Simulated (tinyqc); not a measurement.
# Six-transistor SRAM cell, nodal equations and margins: effects of single changes

Two cross-coupled inverters (pull-down bn, pull-up bp) hold the nodes Q and QB; access transistors (ba, threshold VTn, gate on the word line at Vdd when selected) join them to the bit lines. Transistor (EKV form, voltages against the body): I = 2 n b Vt^2 [F(vp - Vs) - F(vp - Vd)] from drain to source, F(v) = ln^2(1 + exp(v/(2 Vt))), vp = (Vg - VT + sg |Vd - Vs|)/n. n-channel bodies are at 0; for the p-channel device all voltages are counted down from Vdd. b in uA/V^2 gives I in uA. For an access transistor the bit line is the drain and the node the source. In a read both bit lines are at Vdd. The cell is symmetric (no mismatch).

Parameters, values chosen for the exercise: temperature T = 400 K; supply voltage Vdd = 0.4 V; slope factor n = 1.23; drain-induced barrier lowering sg = 0.086; n-channel threshold VTn = 0.31 V; p-channel threshold (magnitude) VTp = 0.29 V; gain factor of the pull-down transistor bn = 390 uA/V^2; gain factor of the access transistor ba = 320 uA/V^2; gain factor of the pull-up transistor bp = 200 uA/V^2.

Constants: q = 1.602176634e-19 C, kB = 1.380649e-23 J/K, Vt = kB T/q. Results are converted to the units shown.

Each table varies one quantity; the others keep the values above.

## Effect of the n-channel threshold

f(x) is the node voltage of one half-cell for input x: In = Ip in hold, In = Ip + Ia in a read. Static noise margin: side of the largest square between the curve (x, f(x)) and its mirror image (f(y), y); with h(c) the root x of f(x) - x = c, it is the maximum over c > 0 of h(c) - h(-c) + c. Q is the low node in a read and Iread the current of its access transistor. The write trip is the voltage to which the bit line of the high node must fall (the other staying at Vdd) for that state to vanish; higher is easier, and a negative value means that a grounded bit line does not write.

Result of one run:
```
VTn (V)  hold margin (mV)  read margin (mV)  Q in a read (mV)  Iread (uA)  write trip (mV)
0.2                 114.2             28.07             61.46       3.598            192.5
```

What becomes of these results when the n-channel threshold VTn is changed from 0.2 to 0.26 V, all else the same?

Result of the changed run:
```
VTn (V)  hold margin (mV)  read margin (mV)  Q in a read (mV)  Iread (uA)  write trip (mV)
0.26                132.5             52.14             52.03       2.108            134.9
```

The whole series:
```
VTn (V)  hold margin (mV)  read margin (mV)  Q in a read (mV)  Iread (uA)  write trip (mV)
0.2                 114.2             28.07             61.46       3.598            192.5
0.26                132.5             52.14             52.03       2.108            134.9
0.32                141.2             72.69             45.20       1.068            86.02
0.38                136.9             89.64             40.37      0.4592            39.66
0.44                121.1             98.62             37.30      0.1664           -5.243
0.5                 98.88             92.63             35.76     0.05163           -47.81
```

As VTn goes from 0.2 to 0.5 V, the read margin goes from 28.1 through a maximum of 98.6 (at VTn = 0.44 V among the rows listed) to 92.6 mV, the write trip falls from 192 to -47.8 mV and Iread falls from 3.60 to 0.0516 uA. The read margin is 0.25 of the hold margin in the first row and 0.94 in the last. In every row the read margin is under 100 mV, which threshold mismatch, left out here, can use up in a large array. For VTn = 0.44 to 0.5 V the write trip is negative: the cell cannot be written without assist.

## Effect of the gain factor of the pull-up transistor

Same model as above.

Results:
```
bp (uA/V^2)  hold margin (mV)  read margin (mV)  Q in a read (mV)  Iread (uA)  write trip (mV)
65                      132.8             51.88             46.41       1.204            141.5
93                      136.4             57.64             46.31       1.206            126.7
130                     138.8             62.90             46.24       1.208            112.7
190                     140.5             68.71             46.20       1.209            96.20
390                     140.3             79.05             46.17       1.210            62.69
```

Estimate the missing row, bp = 270 uA/V^2.

Computed row:
```
bp (uA/V^2)  hold margin (mV)  read margin (mV)  Q in a read (mV)  Iread (uA)  write trip (mV)
270                     141.0             73.90             46.18       1.209            80.27
```

With this row back in the table: As bp goes from 65 to 390 uA/V^2, the read margin rises from 51.9 to 79.1 mV, the write trip falls from 141 to 62.7 mV and Iread stays near 1.21 uA. The read margin is 0.39 of the hold margin in the first row and 0.56 in the last. Read stability and write ability pull in opposite directions. In every row the read margin is under 100 mV, which threshold mismatch, left out here, can use up in a large array.

Program tinyqc, `OMP_NUM_THREADS=1 python tinyqc.py 2340089 2340090 out.jsonl`; Intel Xeon 2.30GHz, shared host, one thread, about 0.1 s.
